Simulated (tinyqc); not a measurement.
# Film thickness from the threshold shift

Inverse problem. Undoped body with a flat potential across it, hard walls, transport along x. One isotropic valley (g = 1, mx = my = mz = me). Non-parabolicity enters the subband edges through E (1 + al E) = gamma, so E = 2 gamma/(1 + sqrt(1 + 4 al gamma)); motion within a subband is taken as parabolic with the band-edge mass. Energies are counted from the bulk band edge. gamma = C (pi k/(t + dl))^2/mz, C = hbar^2/(2 m0). Each subband has N_k = g sqrt(mx my) m0 kB T/(pi hbar^2); without degeneracy n = exp(EF/Vt) sum N_k exp(-E_k/Vt). Classical value Nc times t, Nc = sum over valleys of 2 g (m m0 kB T/(2 pi hbar^2))^1.5 with m = (mx my mz)^(1/3). Threshold shift dVT = Vt ln(classical value/sum N_k exp(-E_k/Vt)). Find t and the lowest subband edge.

Parameters, values chosen for the exercise; masses close to those of InAs: temperature T = 300 K; mass at the band edge me = 0.0232 m0; non-parabolicity al = 3 1/eV; widening of the box by penetration into the insulator dl = 0 nm.

Constants: q = 1.602176634e-19 C, kB = 1.380649e-23 J/K, hbar = 1.054571817e-34 J s, m0 = 9.1093837015e-31 kg, Vt = kB T/q, hbar^2/(2 m0) = 0.0380998212 eV nm^2. Results are converted to the units shown.

dVT = 74.360144 mV

Solution. dVT is evaluated for trial values of t with all subbands; between 1.5 and 25 nm one value matches.

t = 11.30 nm
E_1 = 98.08 meV

Numbers from tinyqc (`OMP_NUM_THREADS=1 python tinyqc.py 2350005 2350006 out.jsonl`; about 0.02 s on one thread of a shared Intel Xeon 2.30GHz).
